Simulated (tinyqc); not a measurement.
# Van der Pauw, Hall and four-point-probe measurements on a doped layer, step by step

Numbers from tinyqc (`OMP_NUM_THREADS=1 python tinyqc.py 2850228 2850229 out.jsonl`; about 0.04 s on one thread of a shared Intel Xeon 2.30GHz). Printed values are rounded.

A uniform p-type layer with sheet resistance Rs = 1/(q ns mu), point contacts, low field (mu B small).

Inputs (values chosen for the exercise): sheet density of the layer ns = 4e12 cm^-2; drift mobility mu = 200 cm^2/(V s); Hall factor rH = 1; magnetic field B = 2 T; current I = 500 uA; side ratio a/b of a rectangular sample with corner contacts ar = 1.02; thickness of the layer t = 110 nm.

Constants: q = 1.602176634e-19 C. Results are converted to the units shown.

## Resistances and Hall voltage

Rs = 1/(q ns mu). For a rectangle with contacts at the corners, RA = (8 Rs/pi) sum_(k>=0) ln coth((2k + 1) pi a/(2 b)) with current along a short side b and voltage along the opposite one, RB the same with a and b exchanged; Hall voltage VH = rH B I/(q ns), negative for electrons.

Rs = 7801.89 ohm/square
RA = 1616.07 ohm
RB = 1831.34 ohm
VH = 156.038 mV

RB/RA = 1.13; for a square both equal Rs ln 2/pi = 1720 ohm.

## Starting value

z = 2 ln 2/(pi (RA + RB)), exact for RA = RB.

z at the start = 0.128001 mS

## Iteration 1: new z

The van der Pauw equation exp(-pi RA z) + exp(-pi RB z) = 1 is solved for z = 1/Rs: e1 = exp(-pi RA z), e2 = exp(-pi RB z), f = e1 + e2 - 1, f' = -pi (RA e1 + RB e2), z(new) = z - f/f'.

e1 = 0.522117
e2 = 0.478820
f = 9.36881e-4
f' = -5.40561 kohm
z after iteration 1 = 0.128174 mS

## Iteration 2: new z

As before.

e1 = 0.521658
e2 = 0.478343
f = 4.40039e-7
f' = -5.40054 kohm
z after iteration 2 = 0.128174 mS

## Course of the iteration

Stop when the step is below 1e-10 mS, or after 40 iterations.

Course of the iteration:
```
iteration  z before the step (mS)  step (mS)
1                        0.128001    1.73e-4
2                        0.128174    8.15e-8
3                        0.128174   1.80e-14
```

Converged in 3 iterations.

## Sheet density, mobility and bulk values

converged z = 0.128174 mS

Rs = 1/z; Hall sheet density B I/(q |VH|); Hall mobility |VH|/(Rs B I); true values ns = rH times the Hall density, mu = Hall mobility/rH; bulk density ns/t, resistivity Rs t; correction factor F = Rs/[(pi/ln 2)(RA + RB)/2].

Rs = 7801.89 ohm/square
Hall sheet density = 4e12 cm^-2
Hall mobility = 200 cm^2/(V s)
ns = 4e12 cm^-2
mu = 200 cm^2/(V s)
bulk density = 3.63636e17 cm^-3
resistivity = 0.0858207 ohm cm
F = 0.998647

Taking the mean of RA and RB without F would overstate Rs by 0.14 %.
